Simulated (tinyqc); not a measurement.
Worked calculation: plane-wave Kohn-Sham cycle with exchange-only LDA in a layered model solid. Computed by tinyqc, a small Python program that keeps every step. Settings: points = 16, plane-wave index or count = 3, electrons = 2, k points = 2, area = 18.0, mixing = 0.3, iteration cap = 60. Command: `OMP_NUM_THREADS=1 python tinyqc.py 30481 30482 out.jsonl` (the two numbers bound the seeds that draw the settings). One thread of a shared host (Intel(R) Xeon(R) Processor @ 2.60GHz), about 0.02 s of CPU time with the checks.

A solid whose potential varies along x alone (atomic units):
```
parameter                      value
period a                   14.000000
cross-section of the cell  18.000000
electrons per cell                 2
grid points                       16
plane waves -n..n, n               3
k points                           2
V1 in V1 cos(2 pi x/a)     -0.210000
```

Stop when sqrt(dV sum R^2) is below 1e-8, dV = a A/N.

Course of the cycle:
```
iteration  E (hartree)  norm of the residual
1            -0.522534              1.48e-01
2            -0.330755              2.56e-02
3            -0.330935              2.31e-02
4            -0.333757              4.44e-02
5            -0.346591              6.40e-02
6            -0.358043              1.05e-01
7            -0.403366              1.06e-01
8            -0.353778              9.65e-02
9            -0.392830              9.87e-02
10           -0.355669              9.93e-02
11           -0.394918              9.93e-02
...                ...                   ...
50           -0.355128              9.82e-02
51           -0.393356              9.82e-02
52           -0.355128              9.82e-02
53           -0.393356              9.82e-02
54           -0.355128              9.82e-02
55           -0.393356              9.82e-02
56           -0.355128              9.82e-02
57           -0.393356              9.82e-02
58           -0.355128              9.82e-02
59           -0.393356              9.82e-02
60           -0.355128              9.82e-02
```

Can the last value be used, and what does the course show?

Not by the stop rule. Not converged within 60 iterations: the residual has stopped falling: the iteration swings between two states. Reruns (cap 100 unless said): mixing 0.1: not converged; mixing 0.5, Kerker q0 1.0: converged in 52 (E = -0.32914); mixing 0.3, Pulay depth 5: converged in 28 (E = -0.32914); the original settings with a cap of 400: not converged.
